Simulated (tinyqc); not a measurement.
Dispersion: Heisenberg magnet: exchange from energy differences, ordering vector, linear spin waves and ordering temperature. Computed by tinyqc, a small Python program. Command: `OMP_NUM_THREADS=1 python tinyqc.py 3000774 3000775 out.jsonl magnon walk`. One thread of a shared host (Intel(R) Xeon(R) Processor @ 2.30GHz), about 0.1 s of CPU time with the checks.

H = -sum over pairs <ij> J_ij S_i.S_j - K sum_i (S_i^z)^2, each pair once, J > 0 ferromagnetic. First neighbours: 6 at a (1, 0, 0), second: 12 at a (1, 1, 0), with all permutations and signs.

Inputs (values chosen for the exercise, for a model magnet):
```
quantity                  value      unit
exchange J1               -3.48       meV
exchange J2               -0.49       meV
spin S                      0.5         -
single-ion anisotropy K  0.0095       meV
lattice constant a         3.48  angstrom
```

Lattice: simple cubic. Order: Neel (nearest neighbours antiparallel).

Method:
- g_s(q) = sum over shell s of cos(q.R), z1 = g1(0). A(q) = S [-J1 g1(0) + J2 (g2(0) - g2(q))] + (2S - 1) K, B(q) = S J1 g1(q), E(q) = sqrt(A^2 - B^2). The factor 2S - 1 removes the anisotropy for S = 1/2.
- sum R_x^2 over the shells is s1 = 2 a^2 and s2 = 8 a^2. Without K, E = c q with c = S sqrt(z1 |J1| (|J1| s1 + J2 s2)); the gap is E(0) = sqrt(k (k + 2 S z1 |J1|)), k = (2S - 1) K.
- J(q) = J1 g1(q) + J2 g2(q), g_s(q) = sum over shell s of cos(q.R).

gap = 0 meV

spin-wave velocity c = 13.8628 meV angstrom

Energies (meV); X = (0.5, 0, 0), M = (0.5, 0.5, 0) in 2 pi/a:
```
line  fraction of the way    E(q)  sqrt(gap^2 + c^2 q^2)
G-X                  0.10  1.2384                  1.251
G-X                  0.25  2.9303                  3.129
G-X                  0.50  4.8445                  6.257
G-X                  0.75  5.4847                  9.386
G-X                  1.00  5.5136                 12.515
G-M                  0.10  1.7537                  1.770
G-M                  0.25  4.1621                  4.425
G-M                  0.50  6.6438                  8.849
G-M                  0.75  6.4448                 13.274
G-M                  1.00  5.5136                 17.699
```

What does the comparison show, and why?

At the end of the G-X rows the long-wave form is 2.27 times the true energy. At the end of the G-M rows the long-wave form is 3.21 times the true energy. It holds to 5 % in 2 of the ten rows; nearer the zone boundary the cosine flattens the band.
